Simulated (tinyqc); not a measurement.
# MOSFET in the linear regime without short-channel effects, parameter extraction from computed curves: two studies

Inversion charge Q = Cox n Vt W0(exp((Vg - VT)/(n Vt))), W0 the Lambert function and n = nf; u = Q/Cox; mobility mu = mu0/(1 + th1 u + th2 u^2); channel resistance Rch = (L - dL)/(W mu Q); Id = Vd/(Rch + Rsd/W). Cox = eps0 eox/tox. Small Vd, no channel-length or drain effects.

Inputs (values chosen for the exercise); channel values of the order met in silicon transistors:

| symbol | value | unit | meaning |
|---|---|---|---|
| T | 300 | K | temperature |
| eox | 3.9 |  | relative permittivity of the gate insulator (close to silicon dioxide) |
| tox | 7 | nm | insulator thickness |
| mu0 | 170 | cm^2/(V s) | low-field mobility |
| th1 | 0.21 | 1/V | first mobility attenuation factor |
| th2 | 0 | 1/V^2 | second mobility attenuation factor |
| VT | 0.44 | V | threshold voltage |
| nf | 1.07 |  | body factor |
| W | 1 | um | gate width |
| L | 0.067 | um | drawn gate length |
| dL | 0.003 | um | drawn less effective length |
| Rsd | 400 | ohm um | source plus drain resistance |
| Vd | 0.02 | V | drain voltage |

Constants: q = 1.602176634e-19 C, kB = 1.380649e-23 J/K, Vt = kB T/q, eps0 = 8.8541878128e-14 F/cm where lengths are in cm. Results are converted to the units shown.

Each table varies one quantity; the others keep the values above.

## Extraction methods against the drawn gate length

From the continuous curve Id(Vg): tangent at peak gm (V_ext = Vg - Id/gm); constant current Id = 0.1 uA W/L; peak of d2Id/dVg2; Y = Id/sqrt(gm) drawn through Vg = VT + 0.6 and VT + 0.8 V, with intercept VT_Y and slope s. Mobilities gm,max L/(W Cox Vd) and s^2 L/(W Cox Vd) with the drawn L. Last column: share of Rsd/W in the total resistance at VT + 0.8 V.

Results:

| L (um) | V_ext (V) | constant current (V) | second derivative (V) | VT_Y (V) | mobility from gm (cm^2/(V s)) | mobility from Y (cm^2/(V s)) | series share (%) |
|---|---|---|---|---|---|---|---|
| 0.03 | 0.430 | 0.519 | 0.428 | 0.483 | 113 | 173 | 43.4 |
| 0.13 | 0.447 | 0.521 | 0.432 | 0.483 | 128 | 159 | 14.0 |
| 0.27 | 0.452 | 0.522 | 0.433 | 0.483 | 133 | 157 | 7.21 |
| 0.56 | 0.455 | 0.522 | 0.433 | 0.483 | 135 | 156 | 3.59 |
| 1.2 | 0.457 | 0.522 | 0.433 | 0.483 | 137 | 156 | 1.70 |
| 2.4 | 0.458 | 0.522 | 0.433 | 0.483 | 137 | 156 | 0.858 |
| 5 | 0.458 | 0.522 | 0.433 | 0.483 | 138 | 156 | 0.413 |

Estimate the missing row, L = 0.062 um.

Computed row:

| L (um) | V_ext (V) | constant current (V) | second derivative (V) | VT_Y (V) | mobility from gm (cm^2/(V s)) | mobility from Y (cm^2/(V s)) | series share (%) |
|---|---|---|---|---|---|---|---|
| 0.062 | 0.439 | 0.520 | 0.431 | 0.483 | 121 | 164 | 26.0 |

With this row back in the table: The model has VT = 0.44 V and mu0 = 170 cm^2/(V s). Over the table the extracted thresholds move by 29 mV (tangent), 3.2 mV (constant current), 5.0 mV (second derivative), under 0.5 mV (Y function). The mobility from gm rises from 113 to 138 and that from Y falls from 173 to 156 cm^2/(V s).

## Extraction methods against the first mobility attenuation factor

Same model as above.

Results:

| th1 (1/V) | V_ext (V) | constant current (V) | second derivative (V) | VT_Y (V) | mobility from gm (cm^2/(V s)) | mobility from Y (cm^2/(V s)) | series share (%) |
|---|---|---|---|---|---|---|---|
| 0 | 0.445 | 0.520 | 0.432 | 0.483 | 129 | 163 | 27.1 |
| 0.2 | 0.440 | 0.521 | 0.431 | 0.483 | 123 | 163 | 24.6 |
| 0.4 | 0.437 | 0.522 | 0.430 | 0.483 | 117 | 163 | 22.5 |
| 0.6 | 0.434 | 0.523 | 0.429 | 0.483 | 113 | 163 | 20.7 |
| 1 | 0.429 | 0.525 | 0.428 | 0.483 | 105 | 163 | 17.9 |
| 1.2 | 0.427 | 0.526 | 0.427 | 0.483 | 102 | 163 | 16.7 |

Estimate the missing row, th1 = 0.8 1/V.

Computed row:

| th1 (1/V) | V_ext (V) | constant current (V) | second derivative (V) | VT_Y (V) | mobility from gm (cm^2/(V s)) | mobility from Y (cm^2/(V s)) | series share (%) |
|---|---|---|---|---|---|---|---|
| 0.8 | 0.431 | 0.524 | 0.429 | 0.483 | 109 | 163 | 19.2 |

With this row back in the table: The model has VT = 0.44 V and mu0 = 170 cm^2/(V s). Over the table the extracted thresholds move by 18 mV (tangent), 6.5 mV (constant current), 4.5 mV (second derivative), under 0.5 mV (Y function). The mobility from gm falls from 129 to 102 and that from Y stays near 163 cm^2/(V s).

Computed by the program tinyqc: `OMP_NUM_THREADS=1 python tinyqc.py 2210023 2210024 out.jsonl`, one thread of a shared Intel Xeon 2.30GHz, about 0.01 s for the whole run.
